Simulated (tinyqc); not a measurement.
Line constants from open and short measurements.

Question. A uniform line of length len, under a quarter wavelength, has Z_open = Zc coth(gamma len) and Z_short = Zc tanh(gamma len); gamma Zc = r + i w l and gamma/Zc = g + i w c, w = 2 pi f. Find r, l and c.

Inputs (values chosen for the exercise): length len = 14 mm; frequency f = 0.91 GHz.

Zin with the far end open = 16.938016-64.962568i ohm
Zin with the far end shorted = 54.375844+4.679327i ohm

Solution. The product of the two impedances is Zc^2 and their ratio tanh^2(gamma len); the principal branch holds below a quarter wavelength.

r = 3.520 ohm/mm
l = 0.2184 nH/mm
c = 178.3 pF/m

Program tinyqc, `OMP_NUM_THREADS=1 python tinyqc.py 2810131 2810132 out.jsonl`; Intel Xeon 2.30GHz, shared host, one thread, about 0.01 s.
